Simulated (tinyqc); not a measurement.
What moves the results: band offset of a heterojunction with an interface dipole (two-band chains, self-consistent charge). A value that a table varies takes the place of the one given here.

Sites alternate A, C. Left: A at -G1/2, C at +G1/2, hopping -t1; right: A at D - G2/2, C at D + G2/2, hopping -t2; the bonds across the two interfaces of a ring (C left to A right, C right to A left) have -sqrt(t1 t2). D is the offset of the mid-gaps, so Ev(right) - Ev(left) = D - (G2 - G1)/2 and Ec(right) - Ec(left) = D + (G2 - G1)/2. The closing bond has its sign reversed (antiperiodic ring). Half the levels are filled with two electrons each. The charge moved is q = (electrons on the left) less one a site; the mean over the two interfaces, q/2, is taken as the charge that crosses each, and its dipole opposes the offset: D = D0 - u q/2.

From here on the ring has 24 cells a side.

Inputs chosen for the exercise (gaps near those of SiC and SiO2; the chains and D0 are free models, so the offsets are not those of the real pair; the results hold for these values, not for the real material): G1 = 3.04 eV (gap on the left); G2 = 8.68 eV (gap on the right); t1 = 2.69 eV (hopping on the left); t2 = 2.04 eV (hopping on the right); u = 2.2 eV (potential step per electron moved across); D0 = -0.86 eV (mid-gap of the right side above that of the left, without dipole).

## Where the moved charge sits

D = -0.80268 eV

Electrons in cell k from an interface at the self-consistent D, less those at D = 0. Interface 1 joins C left to A right, interface 2 C right to A left. The decay lengths 1/(2 kappa a) are those of mid-gap states, cosh(kappa a) = 1 + G^2/(8 t^2).

Change of the electron count:
```
k,left of 1,right of 1,left of 2,right of 2
1,-0.01772,0.02224,-0.02303,0.02884
2,-0.00362,0.00042,-0.00469,0.00057
3,-0.00095,0.00001,-0.00123,0.00001
4,-0.00027,0.00000,-0.00034,0.00000
5,-0.00008,0.00000,-0.00010,0.00000
6,-0.00002,0.00000,-0.00003,0.00000
```

decay lengths (cells): left 0.896, right 0.270

What can be read from the table?

Over six cells interface 1 moves -0.0227 electrons to the left side and +0.0227 to the right, interface 2 -0.0294 and +0.0294: each change is a dipole, and the two differ because the bonds join different sites. The first cells hold 88 % of it at interface 1. The tail is longer on the left, where the gap is smaller against the hopping: from k = 2 to 4 it falls by a factor 13.4, and pure mid-gap decay would give 9.31; the exponential carries a prefactor that falls as a power of the distance, so the first cells drop faster.

## Screening of the starting offset

chi = 0.063967 1/eV

D0 is varied; the self-consistent D is found by bisection. chi = dq/dD at D = 0; the linear rule is D = S D0 with S = 1/(1 + u chi/2). The gap of the junction closes (type III) at |D| = (G1 + G2)/2.

Against D0:
```
2 D0/(G1 + G2),D0 (eV),q at D0,D (eV),D/D0,linear (eV)
-0.85,-4.981,-0.5529,-4.4851,0.9004,-4.6536
-0.55,-3.223,-0.2612,-2.9677,0.9208,-3.0111
-0.30,-1.758,-0.1207,-1.6357,0.9304,-1.6424
-0.15,-0.879,-0.0572,-0.8204,0.9333,-0.8212
0.10,0.586,0.0378,0.5472,0.9338,0.5475
0.25,1.465,0.0984,1.3648,0.9316,1.3687
0.50,2.930,0.2279,2.7051,0.9232,2.7374
0.80,4.688,0.4903,4.2404,0.9045,4.3798
0.95,5.567,0.7023,4.9632,0.8915,5.2010
```

How do the results move?

D/D0 lies between 0.892 and 0.934, against S = 0.934 from chi at D = 0; the linear rule misses by at most 238 meV. q is odd in D. Less than half of the starting offset is screened, so the natural line-up still counts most.

## Wider gaps screen less

G2 is varied. chi = (q(+0.01) - q(-0.01))/0.02 at D = 0, S = 1/(1 + u chi/2).

Against G2:
```
G2 (eV),chi (1/eV),S
0.7,0.29141,0.7573
1.1,0.25846,0.7786
1.5,0.23284,0.7961
2.3,0.19396,0.8242
3.4,0.15554,0.8539
5.5,0.10679,0.8949
7.0,0.08328,0.9161
9.0,0.06093,0.9372
```

What does this show?

chi falls from 0.2914 to 0.0609 1/eV, a factor 4.8, and S rises from 0.757 to 0.937: charge crosses through the tails of states that tunnel into the other gap, and these shorten as the gap widens. u is kept fixed, though a wider gap also screens less and would raise it.

## What each parameter does

Self-consistent D by bisection, q there, and the two offsets. Each row changes one parameter from the base and keeps the others.

Results:
```
case,D (eV),q,valence offset (eV),conduction offset (eV)
base,-0.8027,-0.0521,-3.6227,2.0173
G1 = 3.496 eV,-0.8055,-0.0495,-3.3975,1.7865
G2 = 9.982 eV,-0.8123,-0.0433,-4.2833,2.6587
t1 = 3.093 eV,-0.8010,-0.0536,-3.6210,2.0190
t2 = 2.346 eV,-0.7996,-0.0549,-3.6196,2.0204
D0 = -0.989 eV,-0.9228,-0.0602,-3.7428,1.8972
u = 2.53 eV,-0.7948,-0.0516,-3.6148,2.0252
```

What does this show?

The largest shifts from the base row, up to three for each result and ties (the steps differ in size, so this ranks the rows, not the parameters). D (eV): D0 -0.1201, G2 -0.0096, u +0.0079. q: G2 +0.0088, D0 -0.0081, t2 -0.0028. valence offset (eV): G2 -0.6606, G1 +0.2252, D0 -0.1201. conduction offset (eV): G2 +0.6414, G1 -0.2308, D0 -0.1201.

Computed by tinyqc, a small Python program: `OMP_NUM_THREADS=1 python tinyqc.py 1451605 1451606 out.jsonl` (the numbers bound the seed that draws the inputs); one thread of a shared host (Intel(R) Xeon(R) Processor @ 2.30GHz), about 0.5 s for the whole set of steps.
